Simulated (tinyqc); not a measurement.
# Changing the base doping at the emitter edge N_0

Model: minority-electron transport through the base of a bipolar transistor (Moll-Ross and Kroemer integrals). Computed by tinyqc, a small Python program. Command: `OMP_NUM_THREADS=1 python tinyqc.py 3026121 3026122 out.jsonl base sweep`. One thread of a shared host (Intel(R) Xeon(R) Processor @ 2.30GHz), about 0.01 s of CPU time with the checks.

Low injection, one dimension, x from the emitter edge (0) to the collector edge (W), s = x/W. Recombination is treated as a small correction (valid for tau_B well below tau_n), computed from the stored charge.

Inputs (values chosen for the exercise, modelled on silicon):
```
quantity,value,unit
intrinsic density n_i at the emitter edge,9.1e+09,1/cm^3
base width W,56,nm
mu_min,210,cm^2/(V s)
mu_max,1340,cm^2/(V s)
N_ref,8.1e+16,1/cm^3
saturation velocity v_s,0.93,1e7 cm/s
electron lifetime tau_n,0.27,ns
emitter Gummel number G_E,1.2e+14,s/cm^4
base-emitter voltage V_BE,0.62,V
temperature T,300,K
```

Base doping profile: uniform. Gap grading: none. Exit of the base: saturation velocity.

Constants: k_B = 8.617333262e-05 eV/K; e = 1.602176634e-19 C.

Method:
- N(x) = N_0; n_i(x) = n_i; D(x) = (k_B T/e) mu, mu = mu_min + (mu_max - mu_min)/(1 + (N/N_ref)^0.7).
- With y(x) = N n_i^2/(D n_i(x)^2): base Gummel number G_B = int_0^W y dx + N(W) n_i^2/(v_s n_i(W)^2); J_C = e n_i^2 exp(e V_BE/k_B T)/G_B; n(x) = (J_C/e)(n_i(x)^2/(N n_i^2)) [int_x^W y dx + the same exit term]; transit time tau_B = (e/J_C) int n dx; trapezoid rule on 401 even points.
- Emitter-limited gain beta_E = G_E/G_B; recombination-limited gain beta_R = tau_n/tau_B; 1/beta = 1/beta_E + 1/beta_R; f_T from the base alone = 1/(2 pi tau_B).

One run for each value:
```
base doping at the emitter edge N_0 (1/cm^3),current gain beta,collector current density J_C (A/cm^2),base transit time tau_B (ps),beta_E,beta_R
2.00e+17,148.4,3.695e+00,1.610,1.284e+03,167.7
4.30e+17,111.9,1.432e+00,1.871,4.977e+02,144.3
9.50e+17,74.2,5.379e-01,2.194,1.869e+02,123.1
2.10e+18,43.0,2.068e-01,2.528,7.186e+01,106.8
4.50e+18,22.7,8.548e-02,2.815,2.970e+01,95.9
9.70e+18,11.1,3.634e-02,3.045,1.262e+01,88.7
2.10e+19,5.2,1.584e-02,3.209,5.501e+00,84.1
4.60e+19,2.3,6.965e-03,3.320,2.420e+00,81.3
1.00e+20,1.1,3.133e-03,3.388,1.088e+00,79.7
```

What does the table show, and why?

Over the rows, current gain beta falls from 148 to 1.07 (exponent d ln y / d ln x -0.37 between the first rows and -1.0 between the last); collector current density J_C (A/cm^2) falls from 3.70 to 0.00313 (exponent d ln y / d ln x -1.2 between the first rows and -1.0 between the last); base transit time tau_B (ps) rises from 1.61 to 3.39 (exponent d ln y / d ln x 0.20 between the first rows and 0.026 between the last). At the high end the exponent of collector current density J_C is -1.03, close to -1: J_C is inverse to the Gummel number. Gap narrowing by heavy doping and the fall of the lifetime with N are left out; both matter at the high end.
